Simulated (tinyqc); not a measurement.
## MOSFET in saturation, small-signal circuit and noise: effect of the temperature on speed and noise

Bias by the inversion coefficient IC = I/Ispec (charge-based model with velocity saturation; weak inversion below 0.1, strong above 10). Common-source circuit: gm, gds, Cgs, Cgd and Cj at the inner nodes, Rg in series with the gate; quasi-static, no source or drain resistance, no gate-body capacitance, no substrate network, no induced gate noise, so fmax is an upper estimate.

Ispec = 2 n mu Cox (W/L) Vt^2, lc = Ls/L, gms = [sqrt((lc IC + 1)^2 + 4 IC) - 1]/[2 + lc (lc IC + 1)], gm = gms Ispec/(n Vt), gds = sg gm. qs = [sqrt(1 + 4 IC) - 1]/2, Cgs = Cox W L qs (2 qs + 3)/(3 (qs + 1)^2) + Cov W, Cgd = Cov W, Cd = Cj W, Rg = Rsh (Wf/L)/(12 Nf) + Rc/W with Nf = W/Wf fingers (not rounded) contacted at both ends. fT = gm/(2 pi (Cgs + Cgd)), fmax = fT/(2 sqrt(Rg (gds + 2 pi fT Cgd))). Channel noise Sid = 4 kB T gam n gm with gam = (1/2 + (2/3) qs)/(1 + qs) + gw lc IC, qs = [sqrt(1 + 4 IC) - 1]/2, lc = Ls/L (the last term an empirical rise with velocity saturation); at the gate, white noise Sw = Sid/gm^2 + 4 kB T Rg. Number fluctuation with correlated mobility: S(f) = K/f, K = q^2 Vt lt Nt/(W L Cox^2) (1 + ac mu Cox I/gm)^2, Vt in eV with Nt per eV. Corner fc = K/Sw. IC is held fixed, and so are mu, n, Ls and Nt.

Parameters, values chosen for the exercise: gate length L = 65 nm; total gate width W = 80 um; gate capacitance Cox = 0.94 uF/cm^2; mobility mu = 160 cm^2/(V s); slope factor n = 1.44; velocity-saturation length Ls = 10 nm; ratio gds/gm sg = 0.091; overlap and fringe capacitance per side Cov = 0.41 fF/um; drain junction capacitance Cj = 0.67 fF/um; sheet resistance of the gate Rsh = 15 ohm; finger width Wf = 4 um; gate contact and vertical resistance Rc = 50 ohm um; inversion coefficient IC = 0.23; short-channel excess of the noise factor gw = 0.1; oxide trap density Nt = 5.3e17 cm^-3 eV^-1; tunnelling length into the oxide lt = 0.1 nm; Coulomb scattering coefficient ac = 10000 V s/C.

Constants: q = 1.602176634e-19 C, kB = 1.380649e-23 J/K, Vt = kB T/q. Results are converted to the units shown.

The same in every row: Rg (ohm) = 4.4712.

Effect of the temperature on speed and noise:

| T (K) | I (uA) | fT (GHz) | fmax (GHz) | sqrt(Sw) (nV/Hz^0.5) | fc (MHz) |
|---|---|---|---|---|---|
| 100 | 9.1052 | 1.3238 | 17.280 | 2.6392 | 3.8301 |
| 150 | 20.487 | 1.9857 | 21.164 | 2.6415 | 5.8621 |
| 200 | 36.421 | 2.6476 | 24.438 | 2.6439 | 7.9733 |
| 250 | 56.908 | 3.3095 | 27.323 | 2.6462 | 10.165 |
| 300 | 81.947 | 3.9714 | 29.931 | 2.6485 | 12.437 |
| 350 | 111.54 | 4.6332 | 32.329 | 2.6509 | 14.792 |
| 400 | 145.68 | 5.2951 | 34.561 | 2.6532 | 17.230 |

As T goes from 100 to 400 K, fT rises from 1.32 to 5.30 GHz, fmax rises from 17.3 to 34.6 GHz, the white noise rises from 2.64 to 2.65 nV/Hz^0.5 and the corner rises from 3.83 to 17.2 MHz. At fixed IC and mobility the current goes as T^2 and gm as T, which is why fT rises; a real mobility would fall with T. In every row fmax exceeds 4 fT, where channel resistance and substrate losses, left out here, would cap it. For T = 100 to 150 K band tails and dopant freeze-out, left out here, change n and the noise.

Program tinyqc, `OMP_NUM_THREADS=1 python tinyqc.py 2150152 2150153 out.jsonl`; Intel Xeon 2.30GHz, shared host, one thread, about 0.01 s.
